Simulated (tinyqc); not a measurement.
Inside a calculation. Method: plane-wave Kohn-Sham cycle with exchange-only LDA in a layered model solid. One step of it, computed by the program tinyqc.

Question. Iteration 2: potential. V_H(G) = 4 pi rho(G)/G^2 for G != 0 (uniform background); v_x = -(3 rho/pi)^(1/3); V = V_ext + V_H + v_x; Fourier components f(G_m) = (1/N) sum_j f(x_j) exp(-i G_m x_j).

A solid whose potential varies along x alone (atomic units):

| parameter | value |
|---|---|
| period a | 8.800000 |
| cross-section of the cell | 10.000000 |
| electrons per cell | 4 |
| grid points | 16 |
| plane waves -n..n, n | 2 |
| k points | 2 |
| V1 in V1 cos(2 pi x/a) | -0.220000 |

density after iteration 1 (e/bohr^3): 0.05028428  0.05141726  0.05314752  0.05246658  0.04841267  0.04277460  0.03797181  0.03515974  0.03428807  0.03515974  0.03797181  0.04277460  0.04841267  0.05246658  0.05314752  0.05141726

Give: Potentials on the grid; V(G_m), m = 0, 1, 2, ....

Answer.

Potentials on the grid (hartree):

| x | V_ext | V_H | v_x | V |
|---|---|---|---|---|
| 0.000 | -0.220 | 0.208 | -0.363 | -0.375 |
| 0.550 | -0.203 | 0.198 | -0.366 | -0.371 |
| 1.100 | -0.156 | 0.166 | -0.370 | -0.360 |
| 1.650 | -0.084 | 0.105 | -0.369 | -0.348 |
| 2.200 | 0 | 0.019 | -0.359 | -0.340 |
| 2.750 | 0.084 | -0.078 | -0.344 | -0.339 |
| 3.300 | 0.156 | -0.166 | -0.331 | -0.341 |
| 3.850 | 0.203 | -0.225 | -0.323 | -0.345 |
| 4.400 | 0.220 | -0.246 | -0.320 | -0.346 |
| 4.950 | 0.203 | -0.225 | -0.323 | -0.345 |
| 5.500 | 0.156 | -0.166 | -0.331 | -0.341 |
| 6.050 | 0.084 | -0.078 | -0.344 | -0.339 |
| 6.600 | 0 | 0.019 | -0.359 | -0.340 |
| 7.150 | -0.084 | 0.105 | -0.369 | -0.348 |
| 7.700 | -0.156 | 0.166 | -0.370 | -0.360 |
| 8.250 | -0.203 | 0.198 | -0.366 | -0.371 |

V(G_m), m = 0, 1, 2, ... (hartree): -0.350  -0.007  -0.005  0.000  0.000
